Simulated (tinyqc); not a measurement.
Implanted layer, carriers, mobility and sheet resistance: one step of the calculation.

A p-type layer from the surface x = 0 to the junction xj, N(x) = N0 exp(-(x - Rp)^2/(2 sg^2)). Local neutrality (no depletion at surface or junction, no spilling of carriers), intrinsic carriers neglected, full ionisation of active dopants.

Problem. Junction depth and local values. xj = Rp + sg sqrt(2 ln(N0/Nb)); 14 equal steps from 0 to xj. Active dopant A = min(N, Ns); p = A - Nb; mobility mu = m1 + (m2 (T/300 K)^(-bt) - m1)/(1 + ((A + Nb)/Nr)^am).

Inputs (values chosen for the exercise); values close to those of boron in silicon over an n-type background: temperature T = 300 K; background doping of the opposite type Nb = 4.5e16 cm^-3; peak chemical concentration N0 = 1.8e19 cm^-3; mobility limit at high doping m1 = 43.7 cm^2/(V s); mobility limit at low doping, at 300 K m2 = 466 cm^2/(V s); reference doping of the mobility law Nr = 2.3e17 cm^-3; exponent of the mobility law am = 0.693; temperature exponent of m2 bt = 2.5; solubility limit of active dopant Ns = 1.97e20 cm^-3; straggle after annealing sg = 22 nm; projected range Rp = 18 nm.

Find: xj; x; N; A; p; mu.

Solution.

xj = 94.156 nm

```
point	x (nm)	N (cm^-3)	A (cm^-3)	p (1e19 cm^-3)	mu (cm^2/(V s))
0	0.000	1.2880e19	1.2880e19	1.2835	68.092
1	6.725	1.5785e19	1.5785e19	1.5740	65.056
2	13.451	1.7619e19	1.7619e19	1.7574	63.567
3	20.176	1.7912e19	1.7912e19	1.7867	63.352
4	26.902	1.6585e19	1.6585e19	1.6540	64.374
5	33.627	1.3986e19	1.3986e19	1.3941	66.816
6	40.353	1.0743e19	1.0743e19	1.0698	71.135
7	47.078	7.5149e18	7.5149e18	0.7470	78.175
8	53.803	4.7880e18	4.7880e18	0.4743	89.351
9	60.529	2.7784e18	2.7784e18	0.2733	106.87
10	67.254	1.4684e18	1.4684e18	0.1423	133.74
11	73.980	7.0684e17	7.0684e17	0.0662	172.75
12	80.705	3.0989e17	3.0989e17	0.0265	223.35
13	87.431	1.2374e17	1.2374e17	0.0079	277.42
14	94.156	4.5000e16	4.5000e16	0.0000	321.18
```

The mobility runs from 63.4 to 321 cm^2/(V s).

tinyqc, about 0.01 s, one thread, Intel Xeon 2.30GHz (shared host): `OMP_NUM_THREADS=1 python tinyqc.py 2110165 2110166 out.jsonl`
